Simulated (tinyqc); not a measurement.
Raising U: Hubbard chain of 2 sites, mean field against exact. Computed by the program tinyqc. Collinear unrestricted mean field (the lowest of 40 random starts) against exact diagonalisation.

one-body matrix (hopping and site energies) (eV):
```
         1        2
1   0.0000  -1.6200
2  -1.6200   0.0000
```

electrons, up and down: 1  1

Exact and mean-field results (eV):
```
U          U/t   E exact  E mean field  mean |n_up - n_down|  double occupancy, exact  first gap in the sector
0.810    0.500  -2.86021      -2.83500                 0.000                    0.219                    2.860
1.620    1.000  -2.52972      -2.43000                 0.000                    0.189                    2.530
3.240    2.000  -2.00243      -1.62000              5.18e-04                    0.138                    2.002
4.860    3.000  -1.62000      -1.08000                 0.745                    0.100                    1.620
6.480    4.000  -1.34205      -0.81000                 0.866                    0.073                    1.342
9.720    6.000  -0.98099      -0.54000                 0.943                    0.042                    0.981
19.440  12.000  -0.52578      -0.27000                 0.986                    0.013                    0.526
32.400  20.000  -0.32082      -0.16200                 0.995                 4.85e-03                    0.321
```

Estimate the missing row, U = 12.96.

Computed row:
```
U         U/t   E exact  E mean field  mean |n_up - n_down|  double occupancy, exact  first gap in the sector
12.960  8.000  -0.76486      -0.40500                 0.968                    0.026                    0.765
```

In absolute terms mean field is worst at U/t = 3.0, 0.540 eV too high: at small U it is nearly exact, and at large U it misses only exchange-scale energies. For the symmetric dimer the instability lies at U = 2t. Its local moments set in at U/t = 3.0 of those listed, a broken symmetry that the exact state of a finite cluster with equal spins does not have. Relative to the exact energy its error is 0.9 % at the smallest U, 50 % at most and 50 % at the largest. The double occupancy falls from 0.219 to 0.005; at the largest U the first gap is 0.99 times the exchange scale 4t^2/U.
